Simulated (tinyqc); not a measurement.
From results back to parameters: carrier statistics of a doped semiconductor with parabolic bands. Three cases, with inputs chosen for the exercise.

Problem. With Boltzmann statistics and no minority carriers, p (p + ND)/(NA - ND - p) = K(T) = (N(T)/4) exp(-E/kB T), E the ionisation energy of the majority dopant and N = 2 (m kB T/(4 pi c))^(3/2) with c = hbar^2/2m0, in 1/angstrom^3; times 1e24 for 1/cm^3, m = m_d. E = EA is known; the two densities were computed from hidden NA and ND.

Constants: hbar^2/2m0 = 3.80998211 eV angstrom^2; kB = 8.617333262e-05 eV/K.

Case 1.

Values chosen (near those of Si; shifted at random, so the results belong to these values and not to a real crystal): EA = 0.0452 eV (acceptor level above Ev); m_d = 0.598 m0 (density-of-states mass of the majority band); Ta = 67 K; Tb = 110 K.

p(Ta) = 1.337544e+14 1/cm^3
p(Tb) = 5.426866e+15 1/cm^3

Case 2.

Values chosen (near those of GaP; shifted at random, so the results belong to these values and not to a real crystal): EA = 0.0529 eV (acceptor level above Ev); m_d = 0.854 m0 (density-of-states mass of the majority band); Ta = 55 K; Tb = 110 K.

p(Ta) = 3.140782e+12 1/cm^3
p(Tb) = 2.353454e+15 1/cm^3

Case 3.

Values chosen (near those of AlAs; shifted at random, so the results belong to these values and not to a real crystal): EA = 0.062 eV (acceptor level above Ev); m_d = 0.816 m0 (density-of-states mass of the majority band); Ta = 96 K; Tb = 219 K.

p(Ta) = 9.355192e+13 1/cm^3
p(Tb) = 1.218084e+14 1/cm^3

Find: K(Ta), K(Tb); NA; ND.

Solution. Each temperature gives one linear equation, K NA - (K + p) ND = p^2 + K p; solve the pair.

Case 1.

K(Ta), K(Tb) (1/cm^3): 1.219e+14  5.471e+15

NA = 2.10e+17 1/cm^3
ND = 1.00e+17 1/cm^3

Case 2.

K(Ta), K(Tb) (1/cm^3): 5.523e+12  4.144e+15

NA = 8.00e+18 1/cm^3
ND = 5.10e+18 1/cm^3

Case 3.

K(Ta), K(Tb) (1/cm^3): 4.655e+14  1.080e+17

NA = 1.70e+14 1/cm^3
ND = 4.80e+13 1/cm^3

Computed by tinyqc, one run a case: `OMP_NUM_THREADS=1 python tinyqc.py N N+1 out.jsonl` with N = 1650082, 1650101, 1650675; one thread of a shared Intel(R) Xeon(R) Processor @ 2.30GHz, about 0.01 s a run at most.
